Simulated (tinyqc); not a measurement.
What each parameter does: coherent potential approximation for a binary alloy with a semi-elliptic band.

Site levels eA = -x d (share 1 - x) and eB = (1 - x) d (share x), so that their mean, the virtual crystal, is 0. Pure band: G0(z) = 2 (z - sqrt(z - W) sqrt(z + W))/W^2 with principal roots, density -Im G/pi per site. The medium has a self-energy S(z), G = G0(z - S), z = E + i eta. t_i = (e_i - S)/(1 - (e_i - S) G); the CPA demands <t> = (1 - x) tA + x tB = 0. Iteration: start at S = 0, set S(new) = S + <t>/(1 + <t> G), stop when |<t>| < 1e-9 eV.

Parameters, chosen for this exercise: W = 2.4 eV (half width of the pure band); x = 0.4 (fraction of B); d = 0.63 eV (eB - eA); eta = 0.048 eV (broadening); E = 1.62 eV (energy).

Converged values at E.

One parameter was then changed.

Results before and after:
```
case     Re S (eV)  Im S (eV)  density (1/eV)
base        0.0518    -0.0619          0.1893
changed     0.0539    -0.0596          0.1897
```

Which of these changes was made? (a) W = 2.64 eV; (b) E = 1.86 eV; (c) x = 0.45; (d) eta = 0.096 eV; (e) d = 0.693 eV.

Answer: (c) x = 0.45. Of the candidates, run in turn, only this one gives the changed row.

All candidates:
```
case            Re S (eV)  Im S (eV)  density (1/eV)
base               0.0518    -0.0619          0.1893
W = 2.64 eV        0.0426    -0.0602          0.1839
x = 0.45           0.0539    -0.0596          0.1897
d = 0.693 eV       0.0628    -0.0751          0.1890
eta = 0.096 eV     0.0503    -0.0603          0.1847
E = 1.86 eV        0.0596    -0.0531          0.1650
```

(tinyqc, `OMP_NUM_THREADS=1 python tinyqc.py 1452133 1452134 out.jsonl`, Intel(R) Xeon(R) Processor @ 2.30GHz, 1 thread, shared host, about 0.01 s.)
